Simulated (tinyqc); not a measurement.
Free-carrier optics of a doped semiconductor (Drude model with one polar phonon): one step. Plasma energy and damping. Three cases, with inputs chosen for the exercise.

Task: Evaluate Ep, tau, Gam, the plasma wavelength hc/Ep (hc = 1239.841984 eV nm) and the dc resistivity 1/(e N mu), e = 1.602176634e-19 C.

eps(E) = ei [1 - Ep^2/(E^2 + i E Gam)] + (es - ei) wT^2/(wT^2 - E^2 - i E gT), with Ep^2 = 8 pi c (e^2/(4 pi eps0)) N/(m ei), c = hbar^2/2m0, N in 1/angstrom^3 (1e-24 per 1/cm^3); Gam = hbar/tau, tau = mu m m0/e with m0/e = 5.685630e-12 kg/C and mu in m^2/(V s). Energies in meV.

Constants: hbar^2/2m0 = 3.80998211 eV angstrom^2; e^2/(4 pi eps0) = 14.39964547 eV angstrom; hbar = 6.58211957e-16 eV s.

Give: Ep; tau; Gam; plasma wavelength; rho.

Case 1.

Values chosen (mass and dielectric values near those of GaN; N and mu are free inputs; interband absorption and the rise of the mass with filling are left out; shifted at random, so the results belong to these values and not to a real crystal): N = 7.4e+18 1/cm^3 (carrier density); m = 0.219 m0 (conductivity mass); mu = 130 cm^2/(V s) (mobility); ei = 5.5 (high-frequency dielectric constant); wT = 68 meV (TO phonon); es = 9.65 (static dielectric constant); gT = 0.6 meV (phonon damping).

Result:

Ep = 92.04 meV
tau = 16.19 fs
Gam = 40.66 meV
plasma wavelength = 13.47 micrometre
rho = 0.00649 ohm cm

Ep/Gam = 2.26: the edge is smeared by scattering.

Case 2.

Values chosen (mass and dielectric values near those of InP; N and mu are free inputs; interband absorption and the rise of the mass with filling are left out; shifted at random, so the results belong to these values and not to a real crystal): N = 2.5e+18 1/cm^3 (carrier density); m = 0.0776 m0 (conductivity mass); mu = 2700 cm^2/(V s) (mobility); ei = 9.79 (high-frequency dielectric constant); wT = 37.9 meV (TO phonon); es = 12.9 (static dielectric constant); gT = 0.3 meV (phonon damping).

Result:

Ep = 67.36 meV
tau = 119.13 fs
Gam = 5.53 meV
plasma wavelength = 18.41 micrometre
rho = 0.000925 ohm cm

Ep/Gam = 12.19: the plasma edge is sharp.

Case 3.

Values chosen (mass and dielectric values near those of GaN; N and mu are free inputs; interband absorption and the rise of the mass with filling are left out; shifted at random, so the results belong to these values and not to a real crystal): N = 3.8e+17 1/cm^3 (carrier density); m = 0.195 m0 (conductivity mass); mu = 180 cm^2/(V s) (mobility); ei = 5.46 (high-frequency dielectric constant); wT = 68.8 meV (TO phonon); es = 9.58 (static dielectric constant); gT = 0.7 meV (phonon damping).

Result:

Ep = 22.18 meV
tau = 19.96 fs
Gam = 32.98 meV
plasma wavelength = 55.89 micrometre
rho = 0.0913 ohm cm

Ep/Gam = 0.67: the free-carrier part of eps1 has no zero; the plasma mode is heavily damped.

Computed by tinyqc, one run a case: `OMP_NUM_THREADS=1 python tinyqc.py N N+1 out.jsonl` with N = 1681293, 1681578, 1681696; one thread of a shared Intel(R) Xeon(R) Processor @ 2.30GHz, about 0.01 s a run at most.
